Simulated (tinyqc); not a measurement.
Armchair graphene nanoribbon in tight binding: sweeps and comparisons. A value that a table varies takes the place of the one given here.

An armchair ribbon of N dimer lines, width (N - 1) sqrt3 acc/2, period 3 acc, one pz orbital a site. In line n, A_n binds to B_n with -t exp(ik/3), times (1 + d) in the two edge lines, and to B_(n-1) and B_(n+1) with -t exp(-ik/6); k runs from -pi to pi. For d = 0 the modes across the ribbon are sin(n p pi/(N + 1)), p = 1 to N, with E = -/+ t sqrt(1 + 4 c^2 + 4 c cos(k/2)), c = cos(p pi/(N + 1)).

Constants: hbar^2/2m0 = 3.80998211 eV angstrom^2.

Parameters, chosen for this exercise (near those used for graphene; shifted at random, so the results belong to these values and not to a real crystal):
- t = 2.71 eV (hopping)
- acc = 1.42 angstrom (bond length)
- N0 = 8 (first width)
- d1 = 0.12 (edge correction)
- N = 4 (dimer lines)
- d = 0.12 (relative strengthening of the edge bonds)
- k = 0.78 (k times the period 3 acc)

## Three families of gaps

Nine widths from N0 on, gaps at k = 0 with d = 0 and d = d1.

Gaps:
```
N   family  width (angstrom)  gap, d = 0 (eV)  gap, d1 (eV)  gap x (N + 1) sqrt3 acc/2 (eV angstrom)
8     3p+2              8.61           0.0000        0.2081                                     2.30
9       3p              9.84           0.9516        0.7896                                     9.71
10    3p+1             11.07           0.9169        1.1054                                    14.95
11    3p+2             12.30           0.0000        0.1553                                     2.29
12      3p             13.53           0.7378        0.6093                                     9.74
13    3p+1             14.76           0.7167        0.8613                                    14.83
14    3p+2             15.99           0.0000        0.1239                                     2.28
15      3p             17.22           0.6024        0.4960                                     9.76
16    3p+1             18.45           0.5882        0.7054                                    14.75
```

What can be read from the table?

Without edge correction the 3p+2 ribbons have no gap and the other two families nearly share one curve. With it the mean of the last column is 14.84 for 3p+1, 9.74 for 3p and 2.29 eV angstrom for 3p+2: the stronger edge bonds raise the gap of 3p+1, lower that of 3p and open one in 3p+2. Within a family the gap falls about as 1/width. One-electron gaps of this kind leave out the self-energy and exciton terms, which are large in narrow ribbons.

## Mass and gap go together

Nine widths from N0 on. Lowest conduction band for d = d1: m/m0 = c q^2/(E(q) - E(0)) with q = h/(3 acc), h = 0.001, c = hbar^2/2m0. Dirac rule: m = Eg/(2 v^2), that is m/m0 = c Eg/(hbar v)^2 with hbar v = 3 t acc/2.

Masses:
```
N   gap (eV)  mass (m0)  Dirac rule (m0)
8     0.2081     0.0230           0.0238
9     0.7896     0.0748           0.0903
10    1.1054     0.1474           0.1264
11    0.1553     0.0173           0.0178
12    0.6093     0.0601           0.0697
13    0.8613     0.1108           0.0985
14    0.1239     0.0139           0.0142
15    0.4960     0.0502           0.0567
16    0.7054     0.0887           0.0807
```

What can be read from the table?

The ratio of mass to the Dirac rule runs from 0.83 (N = 9) to 1.17 (N = 10). Its mean is 0.86 for N = 3p, 1.13 for 3p+1 and 0.97 for 3p+2: the lowest modes of 3p and 3p+1 lie on opposite sides of the Dirac point, where the velocity along the ribbon differs. The largest gap (N = 10) and the heaviest mass (N = 10) belong to one ribbon.

## What each parameter does

Gap at k = 0, lowest positive level at k, and highest level at k = 0. Each row changes one parameter from the base and keeps the others.

Results:
```
case          gap (eV)  lowest level at k (eV)  top of the band (eV)
base            2.5337                  1.5308                7.1883
t = 2.845 eV    2.6600                  1.6070                7.5464
N = 5           0.3155                  1.0899                7.4610
d = 0.17        2.7225                  1.6166                7.2294
k = 0.624       2.5337                  1.4421                7.1883
```

How do the results move?

The largest shifts from the base row, up to three for each result and ties (the steps differ in size, so this ranks the rows, not the parameters). gap (eV): N -2.2183, d +0.1888, t +0.1262; unchanged at the printed digits by k. lowest level at k (eV): N -0.4409, k -0.0887, d +0.0858. top of the band (eV): t +0.3581, N +0.2727, d +0.0411; unchanged at the printed digits by k.

Run: tinyqc, `OMP_NUM_THREADS=1 python tinyqc.py 1481469 1481470 out.jsonl`; Intel(R) Xeon(R) Processor @ 2.30GHz, one thread, shared host; about 0.02 s of CPU time with all checks.
